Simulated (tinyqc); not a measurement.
Inputs raised by 5 %, one at a time: BCS gap equation with a constant attraction inside the Debye window. Computed by tinyqc, a small Python program. Command: `OMP_NUM_THREADS=1 python tinyqc.py 3029336 3029337 out.jsonl bcs sens`. One thread of a shared host (Intel(R) Xeon(R) Processor @ 2.30GHz), about 0.01 s of CPU time with the checks.

Pairs attract with strength V for |xi| < k_B Theta; N(0) is the density of states for one spin. Energies are given as temperatures (E/k_B, in K) unless marked.

Inputs (values chosen for the exercise, modelled on tantalum):
```
quantity                  value      unit
coupling N(0)V            0.239         -
Debye temperature Theta     256         K
temperature T              3.88         K
Fermi velocity v_F       360000       m/s
electron density n         5.26  1e28/m^3
mean free path l            5.2        nm
```

Solver: bisection.

Constants: k_B = 8.617333262e-05 eV/K; hbar = 1.054571817e-34 J s; k_B = 1.380649e-23 J/K; m_0 = 9.1093837015e-31 kg; eps_0 = 8.8541878128e-12 F/m; c = 299792458 m/s; e = 1.602176634e-19 C.

Method:
- At T = 0 the gap equation 1/(N(0)V) = int_0^Theta d xi/sqrt(xi^2 + Delta^2) has the integral arcsinh(Theta/Delta), so Delta_0 = Theta/sinh(1/(N(0)V)); weak coupling gives 2 Theta exp(-1/(N(0)V)).
- Gap equation: 1/(N(0)V) = I(Delta, T) = int_0^Theta tanh(E/2T)/E d xi, E = sqrt(xi^2 + Delta^2); 64 Gauss-Legendre points in y with xi = max(Delta, T) sinh(y).
- Residual r = N(0)V I - 1, with Delta_0 = Theta/sinh(1/(N(0)V)). Bisection between 0 and Delta_0. Stop when |r| < 1e-9 or after 40 steps.
- xi_0 = hbar v_F/(pi Delta_0); lambda_L = sqrt(m_0 eps_0 c^2/(n e^2)); N(0) = 3 n/(2 m_0 v_F^2) for one spin; condensation energy N(0) Delta_0^2/2 = B_c^2/(2 mu_0), mu_0 = 1/(eps_0 c^2); with scattering lambda = lambda_L sqrt(1 + xi_0/l) in the local limit (where xi_0 and l both exceed lambda, nonlocal response makes the true depth larger); Ginzburg-Landau kappa = 0.96 lambda_L/xi_0 + 0.72 lambda_L/l. Free-electron mass throughout; heavier carriers, as in niobium or vanadium, give a larger lambda_L and kappa and can make the metal type II.

Runs:
```
input moved                      from       to  Delta(T) (K)  coherence length xi_0 (nm)  critical field B_c(0) (mT)  Ginzburg-Landau kappa
base run                            -        -        4.5034                      112.18                       98.72                 3.4065
coupling N(0)V                  0.239  0.25095        7.7160                       91.90                      120.50                 3.4503
Debye temperature Theta (K)       256    268.8        5.3717                      106.84                      103.66                 3.4164
temperature T (K)                3.88    4.074        3.6801                      112.18                       98.72                 3.4065
Fermi velocity v_F (m/s)       360000   378000        4.5034                      117.79                       94.02                 3.3971
electron density n (1e28/m^3)    5.26    5.523        4.5034                      112.18                      101.16                 3.3244
mean free path l (nm)             5.2     5.46        4.5034                      112.18                       98.72                 3.2537
```

Exponents ln(y'/y) / ln(x'/x):
```
input                    Delta(T)  coherence length xi_0  critical field B_c(0)  Ginzburg-Landau kappa
coupling N(0)V             11.036                 -4.086                  4.086                  0.262
Debye temperature Theta     3.613                 -1.000                  1.000                  0.060
temperature T              -4.138                  0.000                  0.000                  0.000
Fermi velocity v_F          0.000                  1.000                 -1.000                 -0.057
electron density n          0.000                  0.000                  0.500                 -0.500
mean free path l            0.000                  0.000                  0.000                 -0.940
```

To which inputs is each result most sensitive?

Among the inputs moved here: Delta(T) answers most in size to coupling N(0)V (exponent +11.036), next to temperature T (-4.138); its exponent is below 0.0005 for Fermi velocity v_F, electron density n, mean free path l. Coherence length xi_0 answers most in size to coupling N(0)V (exponent -4.086), next to Debye temperature Theta (-1.000); its exponent is below 0.0005 for temperature T, electron density n, mean free path l. Its exponent +1.000 in Fermi velocity v_F: xi_0 = hbar v_F/(pi Delta_0). Critical field B_c(0) answers most in size to coupling N(0)V (exponent +4.086), next to Debye temperature Theta (+1.000); its exponent is below 0.0005 for temperature T, mean free path l. Ginzburg-Landau kappa answers most in size to mean free path l (exponent -0.940), next to electron density n (-0.500); its exponent is below 0.0005 for temperature T.
